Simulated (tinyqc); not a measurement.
Off-state leakage of single and stacked transistors: leakage components against the temperature.

n-channel devices of unit width. Subthreshold current I(Vg, Vs, Vd) = I0 (T/300 K)^0.5 exp[(Vg - Vs - VT(T) - gb (Vs - Vb) + dd (Vd - Vs))/(nf Vt)] (1 - exp(-(Vd - Vs)/Vt)), VT(T) = VT - cT (T - 300 K). Gate-edge tunnelling Ig (Vd/1 V) exp(ag (Vd - 1 V)), for a gate at 0 V, and band-to-band leakage Ab u exp(-Bb/u), u = Vd - Vb + 1 V, flow at a drain held at V; both are taken as independent of T. In a stack of off transistors (all gates at 0 V) the same subthreshold current passes through each.

One transistor with Vg = Vs = 0, Vd = V; stack factor I(one)/I(two in series).

Inputs (values chosen for the exercise); values of the order met in bulk silicon logic transistors: supply voltage V = 0.8 V; threshold at 300 K, zero drain and body bias VT = 0.39 V; fall of the threshold with temperature cT = 0.6 mV/K; current at threshold at 300 K I0 = 0.27 uA/um; slope factor nf = 1.47; drain-induced lowering per volt dd = 0.17; rise of the threshold per volt of source-body bias gb = 0.11; gate-edge tunnelling current at 1 V Ig = 0.0001 uA/um; exponential slope of the gate current ag = 5.7 1/V; prefactor of band-to-band leakage at the drain Ab = 4 uA/(um V); its exponential voltage Bb = 27 V; body voltage Vb = -0.3 V.

Constants: q = 1.602176634e-19 C, kB = 1.380649e-23 J/K, Vt = kB T/q. Results are converted to the units shown.

The same in every row: gate edge (nA/um) = 0.02559; band-to-band (nA/um) = 0.02190.

Result of one run:

| subthreshold (nA/um) | total (nA/um) | stack factor | largest part |
|---|---|---|---|
| 3.533 | 3.581 | 11.31 | subthreshold |

Which temperature T gave this result: 275, 300, 350 or 400 K?

T = 400 K.

The whole series:

| T (K) | subthreshold (nA/um) | total (nA/um) | stack factor | largest part |
|---|---|---|---|---|
| 250 | 0.01108 | 0.05857 | 44.80 | gate edge |
| 275 | 0.04441 | 0.09189 | 31.91 | subthreshold |
| 300 | 0.1417 | 0.1892 | 24.10 | subthreshold |
| 325 | 0.3797 | 0.4272 | 19.04 | subthreshold |
| 350 | 0.8859 | 0.9334 | 15.59 | subthreshold |
| 375 | 1.851 | 1.898 | 13.12 | subthreshold |
| 400 | 3.533 | 3.581 | 11.31 | subthreshold |
| 425 | 6.264 | 6.311 | 9.930 | subthreshold |

As T goes from 250 to 425, the total leakage rises from 0.0586 to 6.31 nA/um. The gate edge part leads at T = 250, the subthreshold part from 275 on. The subthreshold part doubles every 30.3 K between the last two rows. The reduction by a stack of two falls from 44.8 to 9.93, for the subthreshold part alone.

Program tinyqc, `OMP_NUM_THREADS=1 python tinyqc.py 2242009 2242010 out.jsonl`; Intel Xeon 2.30GHz, shared host, one thread, about 0.03 s.
